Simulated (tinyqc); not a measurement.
Worked calculation: configuration-coordinate model of a defect: Huang-Rhys factor and luminescence line shape. Computed by tinyqc, a small Python program that keeps every step. Command: `OMP_NUM_THREADS=1 python tinyqc.py 3021293 3021294 out.jsonl ccline walk`. One thread of a shared host (Intel(R) Xeon(R) Processor @ 2.30GHz), about 0.02 s of CPU time with the checks. Intermediate numbers are printed to about 6 digits and carried at full precision; extremes and crossings named in words are read from the listed rows.

Ground state E_g(Q) = (1/2) omega_g^2 Q^2; excited state E_e(Q) = E_0 + (1/2) omega_e^2 (Q - dQ)^2 with omega_e = omega_g and E_0 = E_ZPL. Q is mass-weighted; the dipole does not depend on Q (Condon approximation).

Inputs (values chosen for the exercise, for a model defect in a wide-gap host):
```
quantity,value,unit
zero-phonon energy E_ZPL,3.17,eV
displacement dQ,0.851,u^(1/2) angstrom
ground-state phonon hbar omega_g,73.7,meV
temperature T,400,K
refractive index n_r,2.36,-
transition dipole mu,0.73,e angstrom
quenching prefactor nu_0,1e+12,1/s
```

Modes: equal frequencies in both states.

Constants: hbar^2/u = 4.18015928e-03 eV angstrom^2; k_B = 8.617333262e-05 eV/K; hbar = 6.582119569e-16 eV s; e = 1.602176634e-19 C; eps_0 = 8.8541878128e-12 F/m; hbar = 1.054571817e-34 J s; c = 299792458 m/s.

## Huang-Rhys factors and vertical energies

S = hbar omega dQ^2/(2 hbar^2/u) for each state; relaxation energy S hbar omega; absorption at E_0 + S_e hbar omega_e, emission at E_0 - S_g hbar omega_g; the Stokes shift is their difference.

S_g = 6.38416

S_e = 6.38416

relaxation energy, ground state = 0.470513 eV

relaxation energy, excited state = 0.470513 eV

vertical absorption energy = 3.64051 eV

vertical emission energy = 2.69949 eV

Stokes shift = 0.941025 eV

The coupling is strong: a broad band, with almost no zero-phonon line.

## Emission lines at zero temperature

From the lowest excited level the line to ground level n lies at E_ZPL - n hbar omega_g with Franck-Condon weight exp(-S) S^n/n!; the emitted intensity carries a further factor E^3. S = S_g; up to eleven lines, of positive energy only, from n = max(0, integer part of S - 5).

Lines:
```
n,energy (eV),weight,intensity / largest
1,3.0963,0.010777,0.09753
2,3.0226,0.034401,0.28961
3,2.9489,0.073207,0.57231
4,2.8752,0.116842,0.84664
5,2.8015,0.149187,1.00000
6,2.7278,0.158739,0.98224
7,2.6541,0.144774,0.82516
8,2.5804,0.115532,0.60515
9,2.5067,0.081953,0.39352
10,2.4330,0.052320,0.22972
11,2.3593,0.030365,0.12157
```

The weight peaks at n = 6 and the intensity at n = 5.

## Band at temperature T

Overlaps <m_e|n_g> of harmonic-oscillator functions (Hermite recursion, positive leading coefficients) by a sum over an even grid (700 points from x = -9 to 9 + d for the small table, 1500 points from -16 to 16 + d for the thermal sums), with x = Q sqrt(omega_g/hbar), d = sqrt(2 S_g) and frequency ratio omega_e/omega_g. Initial levels m = 0..24 carry Boltzmann weights exp(-m hbar omega_e/k_B T), normalised; final levels n = 0..79; a line lies at E_ZPL + m hbar omega_e - n hbar omega_g with weight w_m <m|n>^2. Moments are taken over these weights without the E^3 factor; FWHM = 2 sqrt(2 ln 2) x standard deviation; the zero-phonon weight is the sum of w_m <m|m>^2.

mean emission energy = 2.69949 eV

FWHM from the second moment = 0.493638 eV

zero-phonon weight = 0.00812442

skewness = -0.277430

## Crossing, radiative lifetime and thermal quenching

The curves cross at the root Q_c nearest dQ; the barrier is (1/2) omega_e^2 (Q_c - dQ)^2, with (1/2) omega^2 = (hbar omega)^2/(2 hbar^2/u). k_r = n_r omega^3 mu^2/(3 pi eps_0 hbar c^3) at the vertical emission energy, without local-field correction; k_nr = nu_0 exp(-barrier/k_B T) (Mott-Seitz); yield = k_r/(k_r + k_nr); T_1/2 = barrier/(k_B ln(nu_0/k_r)).

Q_c = 3.29224 u^(1/2) angstrom

classical barrier = 3.87196 eV

radiative lifetime = 10.6471 ns

luminescence yield = 1

quenching temperature T_1/2 = 4845.47 K

The barrier is so high that this route does not halve the yield below 1000 K. Caution: the curves cross far outside the range of the harmonic model, so the barrier and T_1/2 have no quantitative meaning.

## Width and zero-phonon weight against temperature

For comparison: FWHM(0) sqrt(coth(hbar omega_e/2 k_B T)) with FWHM(0) from the first row, and exp(-S_g coth(hbar omega_e/2 k_B T)).

Against temperature:
```
T (K),mean energy (eV),FWHM (eV),coth law (eV),zero-phonon weight,exp(-S coth)
43,2.69949,0.438508,0.438508,0.0016881,1.68809e-03
130,2.69949,0.439117,0.439117,0.0017539,1.65836e-03
260,2.69949,0.455169,0.455169,0.0035488,1.02966e-03
430,2.69949,0.503246,0.503246,0.0092829,2.23002e-04
680,2.69949,0.587415,0.587415,0.0187783,1.05840e-05
1000,2.69949,0.690468,0.690468,0.0275682,1.33602e-07
1500,2.69949,0.832266,0.832270,0.0345729,1.02891e-10
```

The width grows by a factor 1.90, flat while k_B T is well below hbar omega and as sqrt(T) above; for equal frequencies the coth law is exact. The mean energy stays fixed, as it must for equal frequencies. The zero-phonon weight goes from 0.00169 to 0.0346; the single exponential assumes equal frequencies, leaves out lines that absorb and emit the same number of phonons, and falls to 1.03e-10. The rise of the weight is a feature of one sharp mode; with a spread of mode energies those lines leave the zero-phonon energy and the weight falls.

Checks made by the program: grid overlaps at equal frequencies against the Poisson weights (relative difference below 1e-10); width at T against the coth law (relative difference below 1e-10).
